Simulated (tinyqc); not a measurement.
Inside a calculation: k.p values derived from sp3s* tight binding at Gamma. Values are carried at full precision from step to step, so a last printed digit may differ when a step is redone from the rounded ones.

At Gamma the states are two-level mixtures: s-like S+ (upper) and S- (lower) from [[Esa, Vss], [Vss, Esc]], p-like P- (valence) and P+ from [[Epa, Vxx], [Vxx, Epc]], and the bare s* levels. With real k in 1/angstrom and kz = 0, the phase sums over the four bonds are g0 = 1 - (a k/4)^2/2, g1 = i a kx/4, g3 = -(a/4)^2 kx ky to second order. Each mixture is written (anion, cation) with the anion part positive. c = hbar^2/2m0. No spin-orbit coupling.

Constants: hbar^2/2m0 = 3.80998211 eV angstrom^2.

Values chosen for the exercise (near a published set for InP, fitted to gaps, whose masses and valley positions are rough; the results hold for these values, not for the real material): Esa = -8.521 eV (s level of the anion); Esc = -1.491 eV (s level of the cation); Epa = 0.869 eV (p level of the anion); Epc = 4.05 eV (p level of the cation); Vss = -5.378 eV (s-s); Vxx = 1.892 eV (px-px); a = 5.87 angstrom (lattice constant); Vsapc = 2.227 eV (s anion, p cation); Vscpa = 5.599 eV (s cation, p anion); Vxapc = 3.435 eV (s* anion, p cation); Vpaxc = 4.495 eV (p anion, s* cation); Exa = 8.302 eV (s* level of the anion); Exc = 7.012 eV (s* level of the cation); Vxy = 4.269 eV (px-py).

## States at Gamma

Solve the two blocks.

States:
```
state    E (eV)  anion part  cation part
S-     -11.4308     0.87952      0.47587
P-      -0.0122     0.90650     -0.42221
S+       1.4188     0.47587     -0.87952
P+       4.9312     0.42221      0.90650
```

## Linear terms and the Kane energy

<s state|dH/dkx|x state> = i P with P = (a/4)(sa pc Vsapc + sc pa Vscpa), sa, sc and pa, pc being the parts of the two states; for s* on the anion P = (a/4) pc Vxapc, on the cation (a/4) pa Vpaxc. Ep = P^2/c for S+ to P-.

Couplings:
```
pair       P (eV angstrom)  E(first) - E(second) (eV)
S+ to P-           -7.2075                     1.4310
S+ to P+           -1.6413                    -3.5124
S- to P-            2.3308                   -11.4186
s*a to P-          -2.1283                     8.3142
s*c to P-           5.9796                     7.0242
```

Ep = 13.635 eV

The two terms of S+ to P- have the same sign and add: S+ and P- both change sign from anion to cation. An on-site momentum element between s and p, which real atoms have, is absent from this model.

## Electron mass

m0/m = [<S+|d2H/dkx^2|S+>/2 + sum P^2/(E(S+) - E(P))]/c over P- and P+, with the direct term -(a/4)^2 sa sc Vss.

parts of m0/m: direct -1.272, from P- 9.528, from P+ -0.201

mass = 0.1242 m0

The valence band supplies 118 % of m0/m; the direct term, which stands in for the free-electron 1, is -1.27. Sets of this kind were fitted to gaps and often give too heavy a mass, by up to a factor of two.

## Valence parameters L, M, N and the Luttinger values

Direct terms d0 = -(a/4)^2 pa pc Vxx, dN = -2 (a/4)^2 pa pc Vxy for P-. F = sum P^2/(E(P-) - E(s)) over S+, S-, s*a, s*c. The y state of P- couples to the z state of P+ through Q = (a/4) Vxy (pa p'c - pc p'a), primes for P+, and H1 = Q^2/(E(P-) - E(P+)). L = d0 + F, M = d0 + H1, N = dN + F + H1; g1 = -(L + 2M)/(3c), g2 = -(L - M)/(6c), g3 = -N/(6c).

d0, dN, F, Q, H1 (eV angstrom^2; Q in eV angstrom): [1.5594, 7.0373, -41.4610, 6.2648, -7.9393]

L, M, N (eV angstrom^2): [-39.902, -6.380, -42.363]

g1, g2, g3: [4.607, 1.466, 1.853]

Along [100] the masses without spin-orbit coupling are c/|L| = 0.095 (one band) and c/|M| = 0.597 (two bands).

## Checks

- Electron mass against a finite difference of the full bands: both 0.1242.
- L and M against finite differences along [100]: largest relative difference 2.3e-05.
- Lowest curvature along [111], (L + 2M + 2N)/3, against a finite difference: -45.796 against -45.795.

Run: tinyqc, `OMP_NUM_THREADS=1 python tinyqc.py 1450946 1450947 out.jsonl`; Intel(R) Xeon(R) Processor @ 2.30GHz, one thread, shared host; about 0.01 s of CPU time with all checks.
